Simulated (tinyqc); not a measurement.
Changing the temperature T: square-lattice Ising model by mean field, Bethe lattice, transfer matrix, exact enumeration and Monte Carlo steps. Computed by tinyqc, a small Python program. Command: `OMP_NUM_THREADS=1 python tinyqc.py 3001851 3001852 out.jsonl ising sweep`. One thread of a shared host (Intel(R) Xeon(R) Processor @ 2.30GHz), about 0.3 s of CPU time with the checks.

H = -J sum over nearest pairs s_i s_j, s = +-1, no field, periodic boundaries; energies per site are in J. As a lattice gas or an alloy, s marks which species holds the site.

Inputs (values chosen for the exercise, for a model lattice): coupling J = 68 meV.

Enumerated cell: 3 x 6.

States of the 3 x 6 cell:
```
E (J)  |M|  count
-36     18      2
-28     16     36
-24      0      6
-24      6     12
-24     12     12
-24     14     72
-20      2     72
-20      4     72
-20      8     72
-20     10    108
-20     12    180
-20     14    234
-16      0    180
-16      2    216
-16      4    252
-16      6    396
-16      8    324
-16     10    504
-16     12    756
-12      0    624
-12      2   1296
-12      4   1116
-12      6   1392
-12      8   1944
-12     10   2124
-12     12    684
-8       0   2178
-8       2   4716
-8       4   5760
-8       6   5580
-8       8   5040
-8      10   2448
-4       0   7704
-4       2  15030
-4       4  13248
-4       6  11520
-4       8   6192
-4      10    936
0        0  13436
0        2  25020
0        4  20376
0        6  11004
0        8   2988
4        0  13068
4        2  23148
4        4  14328
4        6   5724
4        8    576
8        0   7650
8        2  12492
8        4   6804
8        6   1368
12       0   3120
12       2   4734
12       4   1476
12       6    132
16       0    576
16       2    684
16       4    216
20       0     72
20       2    108
24       0      6
```

Constants: k_B = 8.617333262e-05 eV/K.

Method:
- K = J/(k_B T). Onsager: k_B T_c/J = 2/ln(1 + sqrt 2); mean field: 4; Bethe lattice with z = 4: 2/ln 2.
- K = J/(k_B T). Mean field: m = tanh(4 K m), u = -2 m^2. Bethe: cavity field h = 3 artanh(tanh K tanh h), m = tanh(4h/3), u = -2 (tanh K + tanh^2 h)/(1 + tanh K tanh^2 h). Exact: m = [1 - sinh(2K)^(-4)]^(1/8) below T_c; u = -coth(2K) [1 + (2/pi)(2 tanh^2(2K) - 1) K1(k)], k = 2 sinh(2K)/cosh^2(2K), K1 the complete elliptic integral of the first kind. The largest root is taken.
- Weights count x exp(-K E); N = 18; u = <E>/N, c = K^2 (<E^2> - <E>^2)/N in k_B, Binder U = 1 - <M^4>/(3 <M^2>^2).

One run for each value:
```
temperature T (K)  heat capacity c, cell  Binder cumulant U  <|m|>, cell  m, exact  u, cell  u, exact
1100                             0.16119            0.66433      0.98904   0.99163  -1.9660   -1.9689
1260                             0.30584            0.65963      0.97134   0.97988  -1.9196   -1.9291
1420                             0.49255            0.64928      0.93739   0.95693  -1.8390   -1.8595
1580                             0.67260            0.63033      0.88354   0.91057  -1.7202   -1.7439
1740                             0.78168            0.60107      0.81288   0.77779  -1.5712   -1.5393
1890                             0.79392            0.56488      0.73966   0.00000  -1.4201   -1.2095
2050                             0.73249            0.51978      0.66379   0.00000  -1.2644   -1.0298
2210                             0.63562            0.47195      0.59658   0.00000  -1.1254   -0.9078
2370                             0.53524            0.42507      0.54024   0.00000  -1.0068   -0.8159
2520                             0.45145            0.38423      0.49682   0.00000  -0.9133   -0.7473
```

Over the rows, heat capacity c, cell goes from 0.161 through a maximum among these rows, 0.794 at 1890, to 0.451; Binder cumulant U falls from 0.664 to 0.384 (exponent d ln y / d ln x -0.052 between the first rows and -1.6 between the last); <|m|>, cell falls from 0.989 to 0.497 (exponent d ln y / d ln x -0.13 between the first rows and -1.4 between the last). The heat capacity of the cell peaks among these rows at k_B T/J = 2.40, against the exact 2.269 where the infinite lattice diverges logarithmically.

Extremes, crossings and ranges named in words are read from the listed rows.
